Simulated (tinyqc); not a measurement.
Inside a calculation (part 1 of 2). Method: CCD on RHF in the sto-3g basis, for BeH2, spin multiplicity 1. Computed by tinyqc, a small Python program that keeps every step (integrals from PySCF). Settings: charge = 0, multiplicity = 1, basis = sto-3g, method = RHF, energy threshold = 1e-10, iteration cap = 78, orthogonalisation = symmetric, start = atomic densities, DIIS depth = 6, amplitude equations = CCD, DIIS depth for amplitudes = 0, cap on updates = 90. Command: `OMP_NUM_THREADS=1 python tinyqc.py 28581 28582 out.jsonl` (the two numbers bound the seeds that draw the settings). One thread of a shared host (Intel(R) Xeon(R) Processor @ 2.60GHz), about 0.1 s of CPU time with the checks. The early iterations of the SCF are left out here.

## One-electron integrals

Geometry (angstrom):
```
atom         x          y         z
Be    0.000000   0.000000  0.000000
H     0.000000   1.531000  0.000000
H     0.000000  -1.531000  0.000000
```

Basis sto-3g: exponents (1/bohr^2) and contraction coefficients of normalised primitives:
```
element  l (shell)   exponent  coefficient
Be           s (1)  30.167871     0.154329
Be           s (1)   5.495115     0.535328
Be           s (1)   1.487193     0.444635
Be           s (2)   1.314833    -0.099967
Be           s (2)   0.305539     0.399513
Be           s (2)   0.099371     0.700115
Be           p (3)   1.314833     0.155916
Be           p (3)   0.305539     0.607684
Be           p (3)   0.099371     0.391957
H            s (1)   3.425251     0.154329
H            s (1)   0.623914     0.535328
H            s (1)   0.168855     0.444635
```

Overlap, kinetic and nuclear-attraction integrals over the contracted functions; the nuclear repulsion is the sum of Za Zb / Rab.

nuclear repulsion = 2.93795316 hartree

overlap S, order 1Be 1s, 1Be 2s, 1Be 2px, 1Be 2py, 1Be 2pz, 2H 1s, 3H 1s:
$$\begin{pmatrix}
1.000000 & 0.259517 & 0.000000 & 0.000000 & 0.000000 & 0.045671 & 0.045671 \\
0.259517 & 1.000000 & 0.000000 & 0.000000 & 0.000000 & 0.385225 & 0.385225 \\
0.000000 & 0.000000 & 1.000000 & 0.000000 & 0.000000 & 0.000000 & 0.000000 \\
0.000000 & 0.000000 & 0.000000 & 1.000000 & 0.000000 & 0.466873 & -0.466873 \\
0.000000 & 0.000000 & 0.000000 & 0.000000 & 1.000000 & 0.000000 & 0.000000 \\
0.045671 & 0.385225 & 0.000000 & 0.466873 & 0.000000 & 1.000000 & 0.016007 \\
0.045671 & 0.385225 & 0.000000 & -0.466873 & 0.000000 & 0.016007 & 1.000000
\end{pmatrix}$$

kinetic energy T (hartree), order 1Be 1s, 1Be 2s, 1Be 2px, 1Be 2py, 1Be 2pz, 2H 1s, 3H 1s:
$$\begin{pmatrix}
6.693975 & -0.033012 & 0.000000 & 0.000000 & 0.000000 & -0.012580 & -0.012580 \\
-0.033012 & 0.211111 & 0.000000 & 0.000000 & 0.000000 & 0.042965 & 0.042965 \\
0.000000 & 0.000000 & 0.660592 & 0.000000 & 0.000000 & 0.000000 & 0.000000 \\
0.000000 & 0.000000 & 0.000000 & 0.660592 & 0.000000 & 0.135011 & -0.135011 \\
0.000000 & 0.000000 & 0.000000 & 0.000000 & 0.660592 & 0.000000 & 0.000000 \\
-0.012580 & 0.042965 & 0.000000 & 0.135011 & 0.000000 & 0.760032 & -0.006116 \\
-0.012580 & 0.042965 & 0.000000 & -0.135011 & 0.000000 & -0.006116 & 0.760032
\end{pmatrix}$$

nuclear attraction V (hartree), order 1Be 1s, 1Be 2s, 1Be 2px, 1Be 2py, 1Be 2pz, 2H 1s, 3H 1s:
$$\begin{pmatrix}
-15.252375 & -2.078646 & 0.000000 & 0.000000 & 0.000000 & -0.364078 & -0.364078 \\
-2.078646 & -2.978459 & 0.000000 & 0.000000 & 0.000000 & -1.062108 & -1.062108 \\
0.000000 & 0.000000 & -2.896474 & 0.000000 & 0.000000 & 0.000000 & 0.000000 \\
0.000000 & 0.000000 & 0.000000 & -3.087059 & 0.000000 & -1.254697 & 1.254697 \\
0.000000 & 0.000000 & 0.000000 & 0.000000 & -2.896474 & 0.000000 & 0.000000 \\
-0.364078 & -1.062108 & 0.000000 & -1.254697 & 0.000000 & -2.777106 & -0.052744 \\
-0.364078 & -1.062108 & 0.000000 & 1.254697 & 0.000000 & -0.052744 & -2.777106
\end{pmatrix}$$

core Hamiltonian H = T + V (hartree), order 1Be 1s, 1Be 2s, 1Be 2px, 1Be 2py, 1Be 2pz, 2H 1s, 3H 1s:
$$\begin{pmatrix}
-8.558400 & -2.111658 & 0.000000 & 0.000000 & 0.000000 & -0.376658 & -0.376658 \\
-2.111658 & -2.767348 & 0.000000 & 0.000000 & 0.000000 & -1.019143 & -1.019143 \\
0.000000 & 0.000000 & -2.235882 & 0.000000 & 0.000000 & 0.000000 & 0.000000 \\
0.000000 & 0.000000 & 0.000000 & -2.426467 & 0.000000 & -1.119686 & 1.119686 \\
0.000000 & 0.000000 & 0.000000 & 0.000000 & -2.235882 & 0.000000 & 0.000000 \\
-0.376658 & -1.019143 & 0.000000 & -1.119686 & 0.000000 & -2.017074 & -0.058860 \\
-0.376658 & -1.019143 & 0.000000 & 1.119686 & 0.000000 & -0.058860 & -2.017074
\end{pmatrix}$$

## Two-electron integrals

Functions are numbered as in S; the eight-fold symmetry (ij|kl) = (ji|kl) = (kl|ij) leaves the list below.

Two-electron integrals (ij|kl) in chemists' order, unique and non-zero (hartree):
```
(11|11) 2.298831    (21|11) 0.392036    (21|21) 0.079539    (22|11) 0.570988
(22|21) 0.143041    (22|22) 0.417683    (31|31) 0.014607    (32|31) 0.021888
(32|32) 0.092265    (33|11) 0.569578    (33|21) 0.143083    (33|22) 0.417589
(33|33) 0.449859    (41|41) 0.014607    (42|41) 0.021888    (42|42) 0.092265
(43|43) 0.024249    (44|11) 0.569578    (44|21) 0.143083    (44|22) 0.417589
(44|33) 0.401360    (44|44) 0.449859    (51|51) 0.014607    (52|51) 0.021888
(52|52) 0.092265    (53|53) 0.024249    (54|54) 0.024249    (55|11) 0.569578
(55|21) 0.143083    (55|22) 0.417589    (55|33) 0.401360    (55|44) 0.401360
(55|55) 0.449859    (61|11) 0.068114    (61|21) 0.013812    (61|22) 0.025056
(61|33) 0.024883    (61|41) 0.001217    (61|42) 0.002302    (61|44) 0.025416
(61|55) 0.024883    (61|61) 0.002514    (62|11) 0.175804    (62|21) 0.044743
(62|22) 0.143729    (62|33) 0.138153    (62|41) 0.005837    (62|42) 0.036773
(62|44) 0.154748    (62|55) 0.138153    (62|61) 0.008597    (62|62) 0.075623
(63|31) 0.003967    (63|32) 0.018910    (63|43) 0.006254    (63|63) 0.006659
(64|11) 0.192628    (64|21) 0.049598    (64|22) 0.166949    (64|33) 0.157071
(64|41) 0.009423    (64|42) 0.057015    (64|44) 0.186534    (64|55) 0.157071
(64|61) 0.009925    (64|62) 0.099596    (64|64) 0.134957    (65|51) 0.003967
(65|52) 0.018910    (65|54) 0.006254    (65|65) 0.006659    (66|11) 0.344173
(66|21) 0.089121    (66|22) 0.321612    (66|33) 0.298528    (66|41) 0.013183
(66|42) 0.108732    (66|44) 0.367504    (66|55) 0.298528    (66|61) 0.017498
(66|62) 0.217876    (66|64) 0.303789    (66|66) 0.774606    (71|11) 0.068114
(71|21) 0.013812    (71|22) 0.025056    (71|33) 0.024883    (71|41) -0.001217
(71|42) -0.002302   (71|44) 0.025416    (71|55) 0.024883    (71|61) 0.002297
(71|62) 0.007257    (71|64) 0.007779    (71|66) 0.014324    (71|71) 0.002514
(72|11) 0.175804    (72|21) 0.044743    (72|22) 0.143729    (72|33) 0.138153
(72|41) -0.005837   (72|42) -0.036773   (72|44) 0.154748    (72|55) 0.138153
(72|61) 0.007257    (72|62) 0.037972    (72|64) 0.040620    (72|66) 0.080308
(72|71) 0.008597    (72|72) 0.075623    (73|31) 0.003967    (73|32) 0.018910
(73|43) -0.006254   (73|63) 0.002581    (73|73) 0.006659    (74|11) -0.192628
(74|21) -0.049598   (74|22) -0.166949   (74|33) -0.157071   (74|41) 0.009423
(74|42) 0.057015    (74|44) -0.186534   (74|55) -0.157071   (74|61) -0.007779
(74|62) -0.040620   (74|64) -0.042269   (74|66) -0.085516   (74|71) -0.009925
(74|72) -0.099596   (74|74) 0.134957    (75|51) 0.003967    (75|52) 0.018910
(75|54) -0.006254   (75|65) 0.002581    (75|75) 0.006659    (76|11) 0.009932
(76|21) 0.002458    (76|22) 0.006968    (76|33) 0.006872    (76|44) 0.007158
(76|55) 0.006872    (76|61) 0.000432    (76|62) 0.002459    (76|64) 0.002895
(76|66) 0.005637    (76|71) 0.000432    (76|72) 0.002459    (76|74) -0.002895
(76|76) 0.000118    (77|11) 0.344173    (77|21) 0.089121    (77|22) 0.321612
(77|33) 0.298528    (77|41) -0.013183   (77|42) -0.108732   (77|44) 0.367504
(77|55) 0.298528    (77|61) 0.014324    (77|62) 0.080308    (77|64) 0.085516
(77|66) 0.172813    (77|71) 0.017498    (77|72) 0.217876    (77|74) -0.303789
(77|76) 0.005637    (77|77) 0.774606
```

## Orthogonalisation

S = U s U^T; symmetric (Loewdin) form X = U s^(-1/2) U^T, so that X^T S X = 1.

eigenvalues of S: [0.331689, 0.426258, 0.952963, 1.000000, 1.000000, 1.636787, 1.652303]

X, order 1Be 1s, 1Be 2s, 1Be 2px, 1Be 2py, 1Be 2pz, 2H 1s, 3H 1s:
$$\begin{pmatrix}
1.028568 & -0.151336 & 0.000000 & 0.000000 & 0.000000 & 0.020847 & 0.020847 \\
-0.151336 & 1.175575 & 0.000000 & 0.000000 & 0.000000 & -0.241830 & -0.241830 \\
0.000000 & 0.000000 & 1.000000 & 0.000000 & 0.000000 & 0.000000 & 0.000000 \\
0.000000 & 0.000000 & 0.000000 & 1.251339 & 0.000000 & -0.338814 & 0.338814 \\
0.000000 & 0.000000 & 0.000000 & 0.000000 & 1.000000 & 0.000000 & 0.000000 \\
0.020847 & -0.241830 & 0.000000 & -0.338814 & 0.000000 & 1.198248 & -0.064708 \\
0.020847 & -0.241830 & 0.000000 & 0.338814 & 0.000000 & -0.064708 & 1.198248
\end{pmatrix}$$

## Starting guess

The start is atomic minimal-basis densities projected into this basis (PySCF's MINAO start) and scaled to the electron count of each spin; this density is not idempotent, so its energy is not variational and may lie below the converged one.

D at the start, order 1Be 1s, 1Be 2s, 1Be 2px, 1Be 2py, 1Be 2pz, 2H 1s, 3H 1s:
$$\begin{pmatrix}
2.153003 & -0.519138 & 0.000000 & 0.000000 & 0.000000 & -0.031091 & -0.031091 \\
-0.519138 & 2.030048 & 0.000000 & 0.000000 & 0.000000 & 0.134819 & 0.134819 \\
0.000000 & 0.000000 & 0.000000 & 0.000000 & 0.000000 & 0.000000 & 0.000000 \\
0.000000 & 0.000000 & 0.000000 & 0.003186 & 0.000000 & 0.037750 & -0.037750 \\
0.000000 & 0.000000 & 0.000000 & 0.000000 & 0.000000 & 0.000000 & 0.000000 \\
-0.031091 & 0.134819 & 0.000000 & 0.037750 & 0.000000 & 0.905160 & 0.010419 \\
-0.031091 & 0.134819 & 0.000000 & -0.037750 & 0.000000 & 0.010419 & 0.905160
\end{pmatrix}$$

## Iteration 7 (converged): orbitals

converged F (hartree), order 1Be 1s, 1Be 2s, 1Be 2px, 1Be 2py, 1Be 2pz, 2H 1s, 3H 1s:
$$\begin{pmatrix}
-4.527711 & -1.289322 & 0.000000 & 0.000000 & 0.000000 & -0.234478 & -0.234478 \\
-1.289322 & -0.599569 & 0.000000 & 0.000000 & 0.000000 & -0.349515 & -0.349515 \\
0.000000 & 0.000000 & 0.213897 & 0.000000 & 0.000000 & 0.000000 & 0.000000 \\
0.000000 & 0.000000 & 0.000000 & -0.159668 & 0.000000 & -0.307678 & 0.307678 \\
0.000000 & 0.000000 & 0.000000 & 0.000000 & 0.213897 & 0.000000 & 0.000000 \\
-0.234478 & -0.349515 & 0.000000 & -0.307678 & 0.000000 & -0.243703 & -0.018626 \\
-0.234478 & -0.349515 & 0.000000 & 0.307678 & 0.000000 & -0.018626 & -0.243703
\end{pmatrix}$$

Diagonalise F' = X^T F X, C = X C', fill 3 alpha and 3 beta electrons from the bottom; D = 2 C_occ C_occ^T. Each column has its largest component positive (the first on a tie).

F' = X^T F X (hartree):
$$\begin{pmatrix}
-4.418367 & -0.699017 & 0.000000 & 0.000000 & 0.000000 & -0.010563 & -0.010563 \\
-0.699017 & -0.141082 & 0.000000 & 0.000000 & 0.000000 & -0.286181 & -0.286181 \\
0.000000 & 0.000000 & 0.213897 & 0.000000 & 0.000000 & 0.000000 & 0.000000 \\
0.000000 & 0.000000 & 0.000000 & 0.220095 & 0.000000 & -0.392883 & 0.392883 \\
0.000000 & 0.000000 & 0.000000 & 0.000000 & 0.213897 & 0.000000 & 0.000000 \\
-0.010563 & -0.286181 & 0.000000 & -0.392883 & 0.000000 & 0.053453 & -0.077508 \\
-0.010563 & -0.286181 & 0.000000 & 0.392883 & 0.000000 & -0.077508 & 0.053453
\end{pmatrix}$$

orbital energies (hartree): MO1 -4.531080, MO2 -0.423500, MO3 -0.381877, MO4 0.213897, MO5 0.213897, MO6 0.371077, MO7 0.732933

coefficients C, order 1Be 1s, 1Be 2s, 1Be 2px, 1Be 2py, 1Be 2pz, 2H 1s, 3H 1s:
$$\begin{pmatrix}
0.991840 & -0.213636 & 0.000000 & 0.000000 & 0.000000 & -0.228770 & 0.000000 \\
0.031293 & 0.600256 & 0.000000 & 0.000000 & 0.000000 & 1.077291 & 0.000000 \\
0.000000 & 0.000000 & 0.000000 & -0.487684 & 0.873020 & 0.000000 & 0.000000 \\
0.000000 & 0.000000 & 0.496621 & 0.000000 & 0.000000 & 0.000000 & 1.244511 \\
0.000000 & 0.000000 & 0.000000 & 0.873020 & 0.487684 & 0.000000 & 0.000000 \\
-0.003771 & 0.392439 & 0.426437 & 0.000000 & 0.000000 & -0.739831 & -0.854679 \\
-0.003771 & 0.392439 & -0.426437 & 0.000000 & 0.000000 & -0.739831 & 0.854679
\end{pmatrix}$$

D after iteration 7, order 1Be 1s, 1Be 2s, 1Be 2px, 1Be 2py, 1Be 2pz, 2H 1s, 3H 1s:
$$\begin{pmatrix}
2.058775 & -0.194396 & 0.000000 & 0.000000 & 0.000000 & -0.175158 & -0.175158 \\
-0.194396 & 0.722572 & 0.000000 & 0.000000 & 0.000000 & 0.470892 & 0.470892 \\
0.000000 & 0.000000 & 0.000000 & 0.000000 & 0.000000 & 0.000000 & 0.000000 \\
0.000000 & 0.000000 & 0.000000 & 0.493265 & 0.000000 & 0.423555 & -0.423555 \\
0.000000 & 0.000000 & 0.000000 & 0.000000 & 0.000000 & 0.000000 & 0.000000 \\
-0.175158 & 0.470892 & 0.000000 & 0.423555 & 0.000000 & 0.671742 & -0.055651 \\
-0.175158 & 0.470892 & 0.000000 & -0.423555 & 0.000000 & -0.055651 & 0.671742
\end{pmatrix}$$

Within a degenerate level the vectors are fixed only up to a rotation; this is one choice.

## Convergence

Stop when the energy changes by less than 1e-10 hartree and every element of the error matrix X^T (F D S - S D F) X is below 3e-06.

Course of the cycle:
```
iteration   E (hartree)     change  largest element of the error matrix
1          -15.30483093          -                             2.90e-01
2          -15.50556970  -2.01e-01                             1.04e-01
3          -15.52342620  -1.79e-02                             1.62e-02
4          -15.52420126  -7.75e-04                             7.01e-04
5          -15.52420211  -8.46e-07                             1.11e-05
6          -15.52420211  -2.43e-10                             5.69e-07
7          -15.52420211  -5.19e-13                             2.36e-07
```

PySCF RHF in the same basis = -15.52420211 hartree

Converged in 7 iterations.

## Populations, bond orders and dipole

Mulliken: Z minus the diagonal of D S on the atom; Loewdin: the same with S^(1/2) D S^(1/2); Mayer order: 2 sum_s sum (D(s) S)_ij (D(s) S)_ji over the two atoms.

Charges (e):
```
atom   Mulliken    Loewdin
1Be    0.083994   0.071349
2H    -0.041997  -0.035674
3H    -0.041997  -0.035674
```

Mayer bond orders:
```
pair     order
2-1   0.993441
3-1   0.993441
3-2   0.004795
```

dipole moment about the origin, x y z (debye): [0.000000, 0.000000, 0.000000]

## Integrals over molecular orbitals

(pq|rs) = sum C_ip C_jq C_kr C_ls (ij|kl), one index at a time.

one-electron integrals over orbitals h = C^T H C (hartree):
$$\begin{pmatrix}
-8.547038 & 0.210306 & 0.000000 & 0.000000 & 0.000000 & 0.203462 & 0.000000 \\
0.210306 & -2.319522 & 0.000000 & 0.000000 & 0.000000 & -0.234354 & 0.000000 \\
0.000000 & 0.000000 & -2.259138 & 0.000000 & 0.000000 & 0.000000 & -0.310214 \\
0.000000 & 0.000000 & 0.000000 & -2.235882 & 0.000000 & 0.000000 & 0.000000 \\
0.000000 & 0.000000 & 0.000000 & 0.000000 & -2.235882 & 0.000000 & 0.000000 \\
0.203462 & -0.234354 & 0.000000 & 0.000000 & 0.000000 & -1.897168 & 0.000000 \\
0.000000 & 0.000000 & -0.310214 & 0.000000 & 0.000000 & 0.000000 & -1.855140
\end{pmatrix}$$

Two-electron integrals over orbitals (pq|rs), unique and non-zero (hartree):
```
(11|11) 2.271841    (21|11) -0.188227   (21|21) 0.024048    (22|11) 0.461600
(22|21) -0.005843   (22|22) 0.377457    (31|31) 0.005160    (32|31) 0.011390
(32|32) 0.159629    (33|11) 0.425062    (33|21) -0.002423   (33|22) 0.389521
(33|33) 0.412883    (41|41) 0.015750    (42|41) 0.014969    (42|42) 0.047630
(43|43) 0.012761    (44|11) 0.569183    (44|21) -0.007342   (44|22) 0.355658
(44|33) 0.338119    (44|44) 0.449859    (51|51) 0.015750    (52|51) 0.014969
(52|52) 0.047630    (53|53) 0.012761    (54|54) 0.024249    (55|11) 0.569183
(55|21) -0.007342   (55|22) 0.355658    (55|33) 0.338119    (55|44) 0.401360
(55|55) 0.449859    (61|11) -0.191876   (61|21) 0.025042    (61|22) -0.006072
(61|33) -0.003123   (61|44) -0.005592   (61|55) -0.005592   (61|61) 0.026177
(62|11) 0.133323    (62|21) -0.006102   (62|22) -0.016004   (62|33) -0.041789
(62|44) 0.065462    (62|55) 0.065462    (62|61) -0.005099   (62|62) 0.082370
(63|31) -0.000702   (63|32) -0.092331   (63|63) 0.086478    (64|41) 0.016234
(64|42) 0.046704    (64|64) 0.049567    (65|51) 0.016234    (65|52) 0.046704
(65|65) 0.049567    (66|11) 0.462584    (66|21) -0.006694   (66|22) 0.378967
(66|33) 0.390085    (66|44) 0.354646    (66|55) 0.354646    (66|61) -0.006526
(66|62) -0.028528   (66|66) 0.395588    (71|31) 0.009766    (71|32) 0.018051
(71|63) -0.000076   (71|71) 0.018655    (72|31) 0.004414    (72|32) -0.039804
(72|63) 0.062433    (72|71) 0.008263    (72|72) 0.057192    (73|11) 0.149084
(73|21) -0.004154   (73|22) 0.000022    (73|33) -0.018035   (73|44) 0.068842
(73|55) 0.068842    (73|61) -0.003563   (73|62) 0.077993    (73|66) -0.021152
(73|73) 0.086524    (74|43) 0.013344    (74|74) 0.016908    (75|53) 0.013344
(75|75) 0.016908    (76|31) 0.009965    (76|32) 0.140229    (76|63) -0.091931
(76|71) 0.016254    (76|72) -0.048497   (76|76) 0.137181    (77|11) 0.550441
(77|21) -0.007720   (77|22) 0.404129    (77|33) 0.420652    (77|44) 0.379446
(77|55) 0.379446    (77|61) -0.007743   (77|62) -0.021307   (77|66) 0.413858
(77|73) 0.001591    (77|77) 0.458958
```

## CCD: starting amplitudes

t_ij^ab = <ij||ab> / (e_i + e_j - e_a - e_b), whose energy is MP2.

Starting amplitudes (spin orbitals 1a, 1b, ...; amplitudes related by a flip of all spins are not repeated):
```
from      to          t
3a 3b  6a 6b  -0.057426
2a 2b  6a 6b  -0.051833
2a 3b  6a 7b  -0.040847
3a 3b  7a 7b  -0.038807
2a 2b  4a 4b  -0.037363
2a 2b  5a 5b  -0.037363
2a 3b  6b 7a   0.032698
2a 2b  7a 7b  -0.024728
3a 3b  5a 5b  -0.010710
3a 3b  4a 4b  -0.010710
2a 3a  6a 7a  -0.008149
1a 2b  4a 4b  -0.002781
1a 2b  5a 5b  -0.002781
1a 1b  6a 6b  -0.002670
1a 1b  7a 7b  -0.001772
1a 1b  5a 5b  -0.001660
1a 1b  4a 4b  -0.001660
1a 2b  7a 7b  -0.001287
1a 2b  6a 6b   0.000895
1a 3b  6a 7b   0.000592
1a 3a  6a 7a   0.000580
1a 3b  6b 7a  -0.000013
```

correlation energy = -0.02890855 hartree

## CCD: amplitude update 1

t_ij^ab D_ij^ab are set to the remaining terms of the spin-orbital equations, evaluated with the old amplitudes; for the doubles these are <ij||ab> + 1/2 <ab||ef> t_ij^ef + 1/2 <mn||ij> t_mn^ab + P(ij)P(ab) <mb||ej> t_im^ae + terms in t^2, D the orbital-energy denominators.

Amplitudes after update 1 (spin orbitals 1a, 1b, ...; amplitudes related by a flip of all spins are not repeated):
```
from      to          t
3a 3b  6a 6b  -0.080742
2a 2b  6a 6b  -0.068032
2a 3b  6a 7b  -0.056969
3a 3b  7a 7b  -0.050044
2a 3b  6b 7a   0.047756
2a 2b  5a 5b  -0.046957
2a 2b  4a 4b  -0.046957
2a 2b  7a 7b  -0.033047
2a 3a  6a 7a  -0.009213
3a 3b  5a 5b  -0.006707
3a 3b  4a 4b  -0.006707
1a 2b  4a 4b  -0.003066
1a 2b  5a 5b  -0.003066
1a 1b  6a 6b  -0.002196
1a 1b  7a 7b  -0.001599
1a 1b  5a 5b  -0.001549
1a 1b  4a 4b  -0.001549
1a 2b  7a 7b  -0.001468
1a 2b  6a 6b   0.000972
1a 3b  6a 7b   0.000556
1a 3a  6a 7a   0.000531
1a 3b  6b 7a  -0.000025
```

correlation energy = -0.03894829 hartree

## CCD: amplitude update 2

As before.

Amplitudes after update 2 (spin orbitals 1a, 1b, ...; amplitudes related by a flip of all spins are not repeated):
```
from      to          t
3a 3b  6a 6b  -0.091201
2a 2b  6a 6b  -0.073687
2a 3b  6a 7b  -0.062680
3a 3b  7a 7b  -0.053876
2a 3b  6b 7a   0.053436
2a 2b  4a 4b  -0.049866
2a 2b  5a 5b  -0.049866
2a 2b  7a 7b  -0.036556
2a 3a  6a 7a  -0.009245
1a 2b  5a 5b  -0.003069
1a 2b  4a 4b  -0.003069
3a 3b  4a 4b  -0.002990
3a 3b  5a 5b  -0.002990
1a 1b  6a 6b  -0.002187
1a 1b  7a 7b  -0.001596
1a 1b  5a 5b  -0.001545
1a 1b  4a 4b  -0.001545
1a 2b  7a 7b  -0.001492
1a 2b  6a 6b   0.000991
1a 3b  6a 7b   0.000532
1a 3a  6a 7a   0.000482
1a 3b  6b 7a  -0.000050
```

correlation energy = -0.04263397 hartree

## CCD: amplitude update 3

As before.

Amplitudes after update 3 (spin orbitals 1a, 1b, ...; amplitudes related by a flip of all spins are not repeated):
```
from      to          t
3a 3b  6a 6b  -0.095807
2a 2b  6a 6b  -0.075491
2a 3b  6a 7b  -0.064854
2a 3b  6b 7a   0.055603
3a 3b  7a 7b  -0.055111
2a 2b  4a 4b  -0.050965
2a 2b  5a 5b  -0.050965
2a 2b  7a 7b  -0.037978
2a 3a  6a 7a  -0.009251
1a 2b  5a 5b  -0.003063
1a 2b  4a 4b  -0.003063
1a 1b  6a 6b  -0.002168
1a 1b  7a 7b  -0.001587
1a 1b  5a 5b  -0.001540
1a 1b  4a 4b  -0.001540
1a 2b  7a 7b  -0.001497
1a 2b  6a 6b   0.000995
3a 3b  5a 5b  -0.000884
3a 3b  4a 4b  -0.000884
1a 3b  6a 7b   0.000520
1a 3a  6a 7a   0.000460
1a 3b  6b 7a  -0.000060
```

correlation energy = -0.04402856 hartree
